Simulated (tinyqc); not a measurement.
# Hot electrons in a saturated n-channel MOSFET, lucky-electron model: what changes with what

Beyond pinch-off the lateral field grows as Esat cosh(y/l) over the velocity-saturated region (pseudo-two-dimensional model). Impact ionisation in this region gives the substrate current, which biases the body forward through Rsub. Currents are per width. Local-field laws: they overstate ionisation when the field peak is narrower than an energy relaxation length.

Inputs (values chosen for the exercise); values close to those of silicon n-channel devices:
- L = 0.18 um (channel length)
- tox = 4.7 nm (oxide thickness)
- xj = 51 nm (junction depth)
- VT = 0.78 V (threshold)
- mu = 320 cm^2/(V s) (effective mobility)
- vs = 7.9e6 cm/s (saturation velocity)
- Ai = 2e6 1/cm (ionisation prefactor)
- Bi = 1.85 MV/cm (ionisation field)
- Rd = 0 ohm um (resistance of the lightly doped drain)
- Rsub = 2700 ohm um (substrate resistance)
- kb = 0.31 (fall of VT per volt of forward body bias)
- m = 3 (lifetime exponent)
- Hl = 910 s uA/um (lifetime constant)
- Vd = 1.7 V (drain voltage)
- Vg = 1.1 V (gate voltage)

Constants: eps0 = 8.8541878128e-14 F/cm where lengths are in cm. Results are converted to the units shown.

Each table varies one quantity; the others keep the values above.

## Effect of the resistance of the lightly doped drain

Cox = 3.9 eps0/tox, l = sqrt(3 tox xj), Esat = 2 vs/mu. Overdrive g = Vg - VT + kb Vb; Vdsat = g Esat L/(g + Esat L); Id = Cox vs (g - Vdsat); dV = Vd - Id Rd - Vdsat; Em = sqrt((dV/l)^2 + Esat^2); Isub = Id (Ai/Bi) l Em exp(-Bi/Em). Vb = Rsub Isub is solved self-consistently. Lifetime tau = (Hl/Id)(Isub/Id)^(-m); 1 year = 3.15576e7 s.

Results:

| Rd (ohm um) | Id (uA/um) | Em (MV/cm) | Isub (uA/um) | Isub/Id | tau (years) |
|---|---|---|---|---|---|
| 0 | 49.78 | 0.5480 | 2.703 | 0.05430 | 0.003618 |
| 150 | 49.76 | 0.5452 | 2.643 | 0.05311 | 0.003867 |
| 300 | 49.75 | 0.5425 | 2.584 | 0.05194 | 0.004137 |
| 500 | 49.73 | 0.5388 | 2.506 | 0.05040 | 0.004529 |
| 800 | 49.71 | 0.5333 | 2.393 | 0.04815 | 0.005198 |
| 1600 | 49.64 | 0.5186 | 2.107 | 0.04244 | 0.007598 |

Estimate the missing row, Rd = 1200 ohm um.

Computed row:

| Rd (ohm um) | Id (uA/um) | Em (MV/cm) | Isub (uA/um) | Isub/Id | tau (years) |
|---|---|---|---|---|---|
| 1200 | 49.67 | 0.5259 | 2.247 | 0.04524 | 0.006271 |

With this row back in the table: As Rd goes from 0 to 1600 ohm um, Em falls from 0.548 to 0.519 MV/cm, Isub falls from 2.70 to 2.11 uA/um and tau rises from 0.00362 to 0.00760 years. From the first row to the last, log10(tau) changes by 0.32: 0.32 from (Isub/Id)^(-m), which holds Em and l, and under 0.005 from 1/Id. The price is 0.0794 V dropped over Rd in the last row.

## Effect of the gate voltage

Same model as above.

Result of one run:

| Vg (V) | Id (uA/um) | Em (MV/cm) | Isub (uA/um) | Isub/Id | tau (years) |
|---|---|---|---|---|---|
| 1.7 | 274.2 | 0.4675 | 7.101 | 0.02590 | 0.006055 |

What becomes of these results when the gate voltage Vg is changed from 1.7 to 1.12 V, all else the same?

Result of the changed run:

| Vg (V) | Id (uA/um) | Em (MV/cm) | Isub (uA/um) | Isub/Id | tau (years) |
|---|---|---|---|---|---|
| 1.12 | 55.28 | 0.5440 | 2.908 | 0.05260 | 0.003584 |

The whole series:

| Vg (V) | Id (uA/um) | Em (MV/cm) | Isub (uA/um) | Isub/Id | tau (years) |
|---|---|---|---|---|---|
| 0.93 | 12.69 | 0.5880 | 0.9304 | 0.07330 | 0.005769 |
| 1.03 | 32.23 | 0.5630 | 1.967 | 0.06104 | 0.003933 |
| 1.12 | 55.28 | 0.5440 | 2.908 | 0.05260 | 0.003584 |
| 1.22 | 85.61 | 0.5260 | 3.875 | 0.04526 | 0.003633 |
| 1.31 | 116.3 | 0.5120 | 4.652 | 0.04001 | 0.003873 |
| 1.41 | 153.4 | 0.4983 | 5.413 | 0.03528 | 0.004280 |
| 1.51 | 193.1 | 0.4864 | 6.073 | 0.03145 | 0.004802 |
| 1.6 | 230.7 | 0.4769 | 6.594 | 0.02858 | 0.005355 |
| 1.7 | 274.2 | 0.4675 | 7.101 | 0.02590 | 0.006055 |

As Vg goes from 0.93 to 1.7 V, Em falls from 0.588 to 0.467 MV/cm, Isub rises from 0.930 to 7.10 uA/um and tau goes from 0.00577 through a minimum of 0.00358 (at Vg = 1.12 V among the rows listed) to 0.00606 years.

## Effect of the drain voltage

Same model as above.

Result of one run:

| Vd (V) | Id (uA/um) | Em (MV/cm) | Isub (uA/um) | Isub/Id | tau (years) |
|---|---|---|---|---|---|
| 1.67 | 49.72 | 0.5369 | 2.467 | 0.04962 | 0.004748 |

What becomes of these results when the drain voltage Vd is changed from 1.67 to 1.56 V, all else the same?

Result of the changed run:

| Vd (V) | Id (uA/um) | Em (MV/cm) | Isub (uA/um) | Isub/Id | tau (years) |
|---|---|---|---|---|---|
| 1.56 | 49.55 | 0.4962 | 1.713 | 0.03456 | 0.01409 |

The whole series:

| Vd (V) | Id (uA/um) | Em (MV/cm) | Isub (uA/um) | Isub/Id | tau (years) |
|---|---|---|---|---|---|
| 1.1 | 49.21 | 0.3262 | 0.1602 | 0.003256 | 16.98 |
| 1.21 | 49.25 | 0.3668 | 0.3376 | 0.006855 | 1.818 |
| 1.33 | 49.32 | 0.4111 | 0.6528 | 0.01324 | 0.2521 |
| 1.44 | 49.41 | 0.4518 | 1.078 | 0.02182 | 0.05621 |
| 1.56 | 49.55 | 0.4962 | 1.713 | 0.03456 | 0.01409 |
| 1.67 | 49.72 | 0.5369 | 2.467 | 0.04962 | 0.004748 |
| 1.79 | 49.95 | 0.5813 | 3.491 | 0.06990 | 0.001691 |
| 1.9 | 50.21 | 0.6220 | 4.624 | 0.09210 | 7.352e-4 |

As Vd goes from 1.1 to 1.9 V, Em rises from 0.326 to 0.622 MV/cm, Isub rises from 0.160 to 4.62 uA/um and tau falls from 17.0 to 7.35e-4 years. The slope of ln(tau) against 1/Vd is 27.0 V between the first two rows and 25.7 V between the last two; ten years are last met at Vd = 1.1 V among the rows.

Computed by the program tinyqc: `OMP_NUM_THREADS=1 python tinyqc.py 2550127 2550128 out.jsonl`, one thread of a shared Intel Xeon 2.30GHz, about 0.01 s for the whole run.
